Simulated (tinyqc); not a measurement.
CIS on RHF in the sto-3g basis, for H6, spin multiplicity 1, step by step. One step of it, computed by the program tinyqc.

Question. CIS matrix, singlets. A(ia,jb) = (e_a - e_i) d_ij d_ab + 2 (ia|jb) - (ij|ab).

orbital energies (hartree): MO1 -0.615381, MO2 -0.527751, MO3 -0.410642, MO4 0.314628, MO5 0.573527, MO6 0.868560

Two-electron integrals over orbitals (pq|rs), unique and non-zero (hartree):
```
p,q,r,s,(pq|rs)
1,1,1,1,0.396634
2,1,2,1,0.126682
2,2,1,1,0.312723
2,2,2,2,0.374515
3,1,1,1,0.079033
3,1,2,2,-0.056937
3,1,3,1,0.127885
3,2,2,1,-0.121965
3,2,3,2,0.139386
3,3,1,1,0.369518
3,3,2,2,0.328209
3,3,3,1,0.042944
3,3,3,3,0.368982
4,1,2,1,0.035416
4,1,3,2,0.004924
4,1,4,1,0.081603
4,2,1,1,0.053933
4,2,2,2,-0.004035
4,2,3,1,0.048560
4,2,3,3,0.013444
4,2,4,2,0.070337
4,3,2,1,0.059534
4,3,3,2,-0.057772
4,3,4,1,0.015945
4,3,4,3,0.076808
4,4,1,1,0.368045
4,4,2,2,0.327258
4,4,3,1,0.039853
4,4,3,3,0.358890
4,4,4,2,0.020998
4,4,4,4,0.371852
5,1,1,1,0.008618
5,1,2,2,0.026165
5,1,3,1,-0.022009
5,1,3,3,-0.009888
5,1,4,2,0.039772
5,1,4,4,-0.001987
5,1,5,1,0.048659
5,2,2,1,0.021728
5,2,3,2,0.005289
5,2,4,1,0.055808
5,2,4,3,-0.040226
5,2,5,2,0.090552
5,3,1,1,-0.061264
5,3,2,2,-0.001396
5,3,3,1,-0.052119
5,3,3,3,-0.025740
5,3,4,2,-0.067521
5,3,4,4,-0.021594
5,3,5,1,-0.035638
5,3,5,3,0.071877
5,4,2,1,0.121782
5,4,3,2,-0.133597
5,4,4,1,0.002295
5,4,4,3,0.059182
5,4,5,2,-0.003726
5,4,5,4,0.142631
5,5,1,1,0.325090
5,5,2,2,0.377638
5,5,3,1,-0.048250
5,5,3,3,0.337933
5,5,4,2,0.000028
5,5,4,4,0.345601
5,5,5,1,0.026504
5,5,5,3,-0.003416
5,5,5,5,0.399722
6,1,2,1,0.001767
6,1,3,2,0.013870
6,1,4,1,0.029352
6,1,4,3,0.052792
6,1,5,2,-0.033126
6,1,5,4,-0.011413
6,1,6,1,0.067966
6,2,1,1,-0.013967
6,2,2,2,-0.030683
6,2,3,1,0.019778
6,2,3,3,0.000242
6,2,4,2,-0.037187
6,2,4,4,0.002271
6,2,5,1,-0.045508
6,2,5,3,0.039052
6,2,5,5,-0.029961
6,2,6,2,0.047454
6,3,2,1,0.038998
6,3,3,2,-0.002708
6,3,4,1,0.078922
6,3,4,3,0.018095
6,3,5,2,0.056173
6,3,5,4,0.001790
6,3,6,1,0.029102
6,3,6,3,0.083910
6,4,1,1,0.080806
6,4,2,2,-0.050147
6,4,3,1,0.122905
6,4,3,3,0.044208
6,4,4,2,0.050670
6,4,4,4,0.044366
6,4,5,1,-0.019136
6,4,5,3,-0.053075
6,4,5,5,-0.051590
6,4,6,2,0.018844
6,4,6,4,0.131921
6,5,2,1,-0.129486
6,5,3,2,0.125778
6,5,4,1,-0.037051
6,5,4,3,-0.063152
6,5,5,2,-0.022769
6,5,5,4,-0.131281
6,5,6,1,-0.002955
6,5,6,3,-0.043092
6,5,6,5,0.144384
6,6,1,1,0.420642
6,6,2,2,0.331749
6,6,3,1,0.084783
6,6,3,3,0.393714
6,6,4,2,0.059740
6,6,4,4,0.399605
6,6,5,1,0.010311
6,6,5,3,-0.068392
6,6,5,5,0.353782
6,6,6,2,-0.016220
6,6,6,4,0.092539
6,6,6,6,0.468494
```

Give: CIS matrix A, singlet.

Answer.

CIS matrix A, singlet (hartree), lower triangle:
```
,1>4,1>5,1>6,2>4,2>5,2>6,3>4,3>5,3>6
1>4,0.725
1>5,0.000,0.961
1>6,-0.022,0.000,1.199
2>4,0.000,-0.042,0.000,0.656
2>5,-0.010,0.000,0.063,0.000,0.905
2>6,0.000,0.038,0.000,-0.024,0.000,1.159
3>4,-0.008,0.000,-0.017,0.000,0.053,0.000,0.520
3>5,0.000,-0.023,0.000,-0.001,0.000,-0.048,0.000,0.790
3>6,0.035,0.000,-0.027,0.000,-0.013,0.000,-0.008,0.000,1.053
```
